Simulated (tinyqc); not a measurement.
Changing the three-body strength lambda: Stillinger-Weber potential for a tetrahedral semiconductor. Computed by tinyqc, a small Python program. Command: `OMP_NUM_THREADS=1 python tinyqc.py 3011805 3011806 out.jsonl swsi sweep`. One thread of a shared host (Intel(R) Xeon(R) Processor @ 2.30GHz), about 0.08 s of CPU time with the checks.

With x = r/sigma: pair term eps A (B x^-4 - 1) exp(1/(x - a)); for each pair of neighbours j, k of atom i, three-body term eps lambda exp(gamma/(x_ij - a) + gamma/(x_ik - a)) (cos theta_jik + 1/3)^2; both vanish beyond x = a. A = 7.049556277, B = 0.6022245584, a = 1.8.

Inputs (values chosen for the exercise, modelled on germanium): energy scale eps = 1.837 eV; length scale sigma = 2.198 angstrom; gamma = 1.3.

Constants: 1 eV/angstrom^3 = 160.2176634 GPa.

Method. All angles are tetrahedral, so only the pair term acts; its minimum lies at x = 2^(1/6) with depth eps, and second neighbours lie beyond the cut-off. a0 = 4 d/sqrt3; E = -2 eps per atom. Second derivatives of the energy per atom, volume a0^3/8: e_xx gives C11, e_xx = -e_yy gives 2 (C11 - C12), e_xy = e_yx = h/2 gives the unrelaxed C44(0). Under that shear the second sublattice shifts by u_z; minimising over u_z gives C44 = C44(0) - E_hu^2/(E_uu V) and Kleinman's zeta = |E_hu/E_uu|/(a0/4). The optical force constant is k = 4 E_uu, with M omega^2 = k at the zone centre.

One run for each value:

| three-body strength lambda | C44 (GPa) | internal strain zeta | C11 (GPa) | C12 (GPa) | unrelaxed C44(0) (GPa) |
|---|---|---|---|---|---|
| 2 | 3.812 | 0.96584 | 77.02 | 73.114 | 74.848 |
| 5 | 9.216 | 0.91743 | 80.92 | 71.163 | 75.498 |
| 10 | 17.471 | 0.84348 | 87.42 | 67.912 | 76.582 |
| 15 | 24.907 | 0.77686 | 93.92 | 64.661 | 77.665 |
| 21 | 32.912 | 0.70515 | 101.72 | 60.760 | 78.966 |
| 30 | 43.363 | 0.61151 | 113.43 | 54.908 | 80.917 |
| 40 | 53.223 | 0.52318 | 126.43 | 48.406 | 83.084 |
| 60 | 68.886 | 0.38286 | 152.44 | 35.401 | 87.419 |

What does the table show, and why?

Over the rows, C44 (GPa) rises from 3.81 to 68.9 (exponent d ln y / d ln x 0.96 between the first rows and 0.64 between the last); internal strain zeta falls from 0.966 to 0.383 (exponent d ln y / d ln x -0.056 between the first rows and -0.77 between the last); C11 (GPa) rises from 77.0 to 152 (exponent d ln y / d ln x 0.054 between the first rows and 0.46 between the last). At the low end the exponent of C44 is 0.96, close to 1: without bond bending the relaxed lattice has no shear stiffness. (C11 + 2 C12)/3 stays at 74.41 GPa, since uniform compression bends no bond, while (C11 - C12)/2 is proportional to lambda, 0.975 GPa per unit.

Caution (all rows): the original fit to silicon is too soft in shear (C44) and too stiff for the optical mode.
